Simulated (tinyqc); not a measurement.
Quasi-harmonic thermal expansion with mode Grueneisen parameters: one step, computed by the program tinyqc. Command: `OMP_NUM_THREADS=1 python tinyqc.py 3028896 3028897 out.jsonl qha walk`. One thread of a shared host (Intel(R) Xeon(R) Processor @ 2.30GHz), about 0.03 s of CPU time with the checks.

A crystal with two atoms a cell; per atom there are 1 transverse acoustic (TA), 1/2 longitudinal acoustic (LA) and 3/2 optical (O) modes. Every frequency of group i scales as nu_i (V/V0)^(-gamma_i). The acoustic groups have Debye spectra, density 3 nu^2/nu_i^3 up to nu_i (40 Gauss-Legendre points); the optical group has one frequency. Static energy: E = (9 V0 B0/16) [y^3 B' + y^2 (2 - 4 y)], y = (V0/V)^(2/3) - 1, with pressure P_s = (3 B0/2) (z^7 - z^5) [1 + (3/4)(B' - 4)(z^2 - 1)], z = (V0/V)^(1/3).

Task: Grueneisen's estimate. gamma_th = sum gamma_i C_i / sum C_i; volume expansion coefficient alpha_V = gamma_th C k_B/(B0 V0); linear coefficient alpha_V/3; first-order volume change P_ph/B0.

Inputs (values chosen for the exercise, modelled on gallium arsenide): static volume V0 = 22.6 angstrom^3/atom; static bulk modulus B0 = 74.1 GPa; temperature T = 50 K.

Acoustic groups: Debye.

Groups:
```
group  h nu_i/(k_B T)  U_i (meV)   C_i (k_B)  gamma_i C_i (k_B)
TA           2.284440   5.369195   0.7808899         -0.7340365
LA           5.567122   4.697077   0.1532095          0.1838513
O            7.400433   23.94374  0.05025384         0.06030460
```

phonon pressure at V0 = 0.2078713 GPa

Constants: k_B = 8.617333262e-05 eV/K; 1 eV/angstrom^3 = 160.2176634 GPa.

Give: heat capacity C at V0; gamma_th at V0; linear expansion, Grueneisen estimate; first-order volume change.

Result:

heat capacity C at V0 = 0.98435 k_B/atom

gamma_th at V0 = -0.49767

linear expansion, Grueneisen estimate = -1.3462 ppm/K

first-order volume change = 0.28053 %

The negative gamma_TA outweighs the other groups at this T, so the crystal shrinks on heating.
